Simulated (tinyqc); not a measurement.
Inside a calculation. Method: plane-wave Kohn-Sham cycle with exchange-only LDA in a layered model solid. Computed by tinyqc, a small Python program that keeps every step. Settings: points = 16, plane-wave index or count = 3, electrons = 2, k points = 4, area = 33.0, mixing = 0.1, iteration cap = 69, Kerker q0 = 1.48. Command: `OMP_NUM_THREADS=1 python tinyqc.py 26158 26159 out.jsonl` (the two numbers bound the seeds that draw the settings). One thread of a shared host (Intel(R) Xeon(R) Processor @ 2.60GHz), about 0.04 s of CPU time with the checks. Later iterations appear only in the table of the cycle.

## Iteration 1: potential

A solid whose potential varies along x alone (atomic units):

| parameter | value |
|---|---|
| period a | 14.500000 |
| cross-section of the cell | 33.000000 |
| electrons per cell | 2 |
| grid points | 16 |
| plane waves -n..n, n | 3 |
| k points | 4 |
| V1 in V1 cos(2 pi x/a) | -0.460000 |

density at the start, on the grid x_j = j a/N (e/bohr^3): 0.00417973  0.00417973  0.00417973  0.00417973  0.00417973  0.00417973  0.00417973  0.00417973  0.00417973  0.00417973  0.00417973  0.00417973  0.00417973  0.00417973  0.00417973  0.00417973

V_H(G) = 4 pi rho(G)/G^2 for G != 0 (uniform background); v_x = -(3 rho/pi)^(1/3); V = V_ext + V_H + v_x; Fourier components f(G_m) = (1/N) sum_j f(x_j) exp(-i G_m x_j).

Potentials on the grid (hartree):

| x | V_ext | V_H | v_x | V |
|---|---|---|---|---|
| 0.000000 | -0.460000 | 0.000000 | -0.158626 | -0.618626 |
| 0.906250 | -0.424985 | 0.000000 | -0.158626 | -0.583610 |
| 1.812500 | -0.325269 | 0.000000 | -0.158626 | -0.483895 |
| 2.718750 | -0.176034 | 0.000000 | -0.158626 | -0.334660 |
| 3.625000 | 0 | 0.000000 | -0.158626 | -0.158626 |
| 4.531250 | 0.176034 | 0.000000 | -0.158626 | 0.017409 |
| 5.437500 | 0.325269 | 0.000000 | -0.158626 | 0.166644 |
| 6.343750 | 0.424985 | 0.000000 | -0.158626 | 0.266359 |
| 7.250000 | 0.460000 | 0.000000 | -0.158626 | 0.301374 |
| 8.156250 | 0.424985 | 0.000000 | -0.158626 | 0.266359 |
| 9.062500 | 0.325269 | 0.000000 | -0.158626 | 0.166644 |
| 9.968750 | 0.176034 | 0.000000 | -0.158626 | 0.017409 |
| 10.875000 | 0 | 0.000000 | -0.158626 | -0.158626 |
| 11.781250 | -0.176034 | 0.000000 | -0.158626 | -0.334660 |
| 12.687500 | -0.325269 | 0.000000 | -0.158626 | -0.483895 |
| 13.593750 | -0.424985 | 0.000000 | -0.158626 | -0.583610 |

V(G_m), m = 0, 1, 2, ... (hartree): -0.158626  -0.230000  0.000000  0.000000  0.000000  0.000000  0.000000

## Iteration 1: Hamiltonian at one k

k = 0.125000 2 pi / a

H(m,m') = (k + G_m)^2/2 delta + V(G_m - G_m'), with V(-G) = V(G).

H (hartree), lower triangle:
```
           -3         -2         -1         +0         +1         +2        +3
-3   0.617388
-2  -0.230000   0.171437
-1   0.000000  -0.230000  -0.086745
+0   0.000000   0.000000  -0.230000  -0.157159
+1   0.000000   0.000000   0.000000  -0.230000  -0.039803
+2   0.000000   0.000000   0.000000   0.000000  -0.230000   0.265321
+3   0.000000   0.000000   0.000000   0.000000   0.000000  -0.230000  0.758215
```

## Iteration 1: levels at that k

Diagonalise the Hermitian matrix.

eigenvalues (hartree): -0.477742  -0.208964  0.027687  0.247736  0.355311  0.726585  0.858043

## Iteration 1: new density

Motion across x is left out: the lowest 1 band(s) hold two electrons at each of the k points (j + 1/2)/nk - 1/2. Residual R = rho(out) - rho(in); rho(new) = rho(in) + 0.1 R, with R(G) scaled by G^2/(G^2 + 1.48^2) (Kerker). rho(out) = 2/(a A nk) sum |psi|^2 with psi = sum c exp(i G x). Harris energy E = band energy - dV sum rho (V_H/2 + v_x) + (3/4) dV sum rho v_x with rho(in), dV = a A/N, band energy = (2/nk) sum of the filled levels.

rho(out) (e/bohr^3): 0.01769091  0.01422091  0.00734143  0.00241018  0.00051724  0.00008604  0.00001475  0.00000179  0.00000007  0.00000179  0.00001475  0.00008604  0.00051724  0.00241018  0.00734143  0.01422091

density after iteration 1 (e/bohr^3): 0.00445298  0.00433200  0.00413183  0.00406222  0.00410196  0.00414817  0.00416960  0.00417653  0.00417807  0.00417653  0.00416960  0.00414817  0.00410196  0.00406222  0.00413183  0.00433200

energy per cell = -0.87608641 hartree

## Iteration 2: potential

As before.

Potentials on the grid (hartree):

| x | V_ext | V_H | v_x | V |
|---|---|---|---|---|
| 0.000000 | -0.460000 | 0.006184 | -0.162010 | -0.615826 |
| 0.906250 | -0.424985 | 0.004887 | -0.160529 | -0.580626 |
| 1.812500 | -0.325269 | 0.002089 | -0.158017 | -0.481198 |
| 2.718750 | -0.176034 | -0.000341 | -0.157125 | -0.333500 |
| 3.625000 | 0 | -0.001655 | -0.157636 | -0.159291 |
| 4.531250 | 0.176034 | -0.002167 | -0.158225 | 0.015642 |
| 5.437500 | 0.325269 | -0.002331 | -0.158497 | 0.164440 |
| 6.343750 | 0.424985 | -0.002379 | -0.158585 | 0.264021 |
| 7.250000 | 0.460000 | -0.002388 | -0.158605 | 0.299007 |
| 8.156250 | 0.424985 | -0.002379 | -0.158585 | 0.264021 |
| 9.062500 | 0.325269 | -0.002331 | -0.158497 | 0.164440 |
| 9.968750 | 0.176034 | -0.002167 | -0.158225 | 0.015642 |
| 10.875000 | 0 | -0.001655 | -0.157636 | -0.159291 |
| 11.781250 | -0.176034 | -0.000341 | -0.157125 | -0.333500 |
| 12.687500 | -0.325269 | 0.002089 | -0.158017 | -0.481198 |
| 13.593750 | -0.424985 | 0.004887 | -0.160529 | -0.580626 |

V(G_m), m = 0, 1, 2, ... (hartree): -0.158615  -0.228489  0.000221  -0.000194  -0.000118  -0.000027  -0.000001

## Iteration 2: Hamiltonian at one k

k = 0.125000 2 pi / a

As before.

H (hartree), lower triangle:
```
           -3         -2         -1         +0         +1         +2        +3
-3   0.617399
-2  -0.228489   0.171447
-1   0.000221  -0.228489  -0.086735
+0  -0.000194   0.000221  -0.228489  -0.157148
+1  -0.000118  -0.000194   0.000221  -0.228489  -0.039793
+2  -0.000027  -0.000118  -0.000194   0.000221  -0.228489   0.265332
+3  -0.000001  -0.000027  -0.000118  -0.000194   0.000221  -0.228489  0.758225
```

## Iteration 2: levels at that k

As before.

eigenvalues (hartree): -0.475074  -0.207283  0.027793  0.246997  0.354072  0.725337  0.856885

## Iteration 2: new density

As before.

rho(out) (e/bohr^3): 0.01766486  0.01420770  0.00734812  0.00242158  0.00052322  0.00008780  0.00001511  0.00000183  0.00000007  0.00000183  0.00001511  0.00008780  0.00052322  0.00242158  0.00734812  0.01420770

density after iteration 2 (e/bohr^3): 0.00471673  0.00448058  0.00408840  0.00394949  0.00402532  0.00411592  0.00415877  0.00417293  0.00417612  0.00417293  0.00415877  0.00411592  0.00402532  0.00394949  0.00408840  0.00448058

energy per cell = -0.87079133 hartree

## Convergence

Stop when sqrt(dV sum R^2) is below 1e-8, dV = a A/N.

Course of the cycle:

| iteration | E (hartree) | norm of the residual |
|---|---|---|
| 1 | -0.87608641 | 1.29e-01 |
| 2 | -0.87079133 | 1.27e-01 |
| 3 | -0.86551749 | 1.25e-01 |
| 4 | -0.86027911 | 1.23e-01 |
| 5 | -0.85508738 | 1.22e-01 |
| 6 | -0.84995109 | 1.20e-01 |
| 7 | -0.84487713 | 1.18e-01 |
| 8 | -0.83987087 | 1.16e-01 |
| 9 | -0.83493648 | 1.15e-01 |
| 10 | -0.83007711 | 1.13e-01 |
| 11 | -0.82529512 | 1.12e-01 |
| ... | ... | ... |
| 59 | -0.67733645 | 6.48e-02 |
| 60 | -0.67553357 | 6.42e-02 |
| 61 | -0.67376718 | 6.35e-02 |
| 62 | -0.67203656 | 6.29e-02 |
| 63 | -0.67034098 | 6.23e-02 |
| 64 | -0.66867974 | 6.17e-02 |
| 65 | -0.66705216 | 6.11e-02 |
| 66 | -0.66545756 | 6.05e-02 |
| 67 | -0.66389529 | 5.99e-02 |
| 68 | -0.66236469 | 5.93e-02 |
| 69 | -0.66086513 | 5.87e-02 |

Not converged within 69 iterations: the residual falls steadily but slowly, by a factor of about 0.99 a step. Reruns (cap 100 unless said): mixing 0.5, Kerker q0 1.0: not converged; mixing 0.3, Pulay depth 5: converged in 21 (E = -0.59225); the original settings with a cap of 400: not converged.
